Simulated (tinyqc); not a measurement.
# From one set of inputs to another, one input at a time

Model: equilibrium and kinetic segregation of a solute to boundaries and growing surfaces. Computed by tinyqc, a small Python program. Command: `OMP_NUM_THREADS=1 python tinyqc.py 3011889 3011890 out.jsonl segreg ladder`. One thread of a shared host (Intel(R) Xeon(R) Processor @ 2.30GHz), about 0.01 s of CPU time with the checks.

The inputs printed are set A. Inputs not listed in the table keep their values of set A, so the rows need not describe a real material.

Inputs (values chosen for the exercise, for a model alloy): segregation energy Q = 0.269 eV; interaction z w (positive attracts) = 0.055 eV; total solute fraction x0 = 0.0022; temperature T = 900 K; grain size d = 580 nm; boundary thickness delta = 0.55 nm; atomic volume Omega = 12.3 angstrom^3; clean boundary energy gamma_0 = 0.55 J/m^2.

Isotherm: Fowler-Guggenheim.

Constants: k_B = 8.617333262e-05 eV/K; 1 eV/angstrom^2 = 16.02176634 J/m^2.

Method:
- With theta the solute fraction on boundary sites and x that in the grains, theta/(1 - theta) = [x/(1 - x)] exp[(Q + z w theta)/(k_B T)].
- Finite grains: boundary sites are the fraction f = 3 delta/d, and x0 = (1 - f) x + f theta; solve both equations for theta; share at boundaries = f theta/x0.
- Gibbs adsorption for this isotherm in a dilute matrix: gamma = gamma_0 + Gam_0 [k_B T ln(1 - theta) + z w theta^2/2], Gam_0 = delta/Omega sites per area.

Each row keeps all changes above it:
```
input moved                                 from      to  coverage theta  share of solute at boundaries (%)  boundary energy gamma (J/m^2)
set A                                          -       -         0.06376                               8.24                         0.5142
grain size d (nm)                            580      47         0.03361                              53.63                         0.5312
segregation energy Q (eV)                  0.269   0.467         0.05868                              93.64                         0.5171
interaction z w (positive attracts) (eV)   0.055   0.031         0.05861                              93.53                         0.5168
total solute fraction x0                  0.0022  0.0021         0.05595                              93.54                         0.5184
temperature T (K)                            900    1125         0.04863                              81.30                         0.5156
boundary thickness delta (nm)               0.55    0.67         0.04139                              84.29                         0.5145
```

Coverage theta goes from 0.0638 to 0.0414, a factor 0.649 in all. The largest single move comes from grain size d (a factor 0.527), and segregation energy Q works against it (a factor 1.75). Share of solute at boundaries goes from 8.24 to 84.3, a factor 10.2 in all. The largest single move comes from grain size d (a factor 6.51). boundary energy gamma ends near its start, 0.514; the largest single move comes from grain size d (a factor 1.03). The single moves hold for this order of the switches; the total does not depend on the order.

Extremes, crossings and ranges named in words are read from the listed rows.
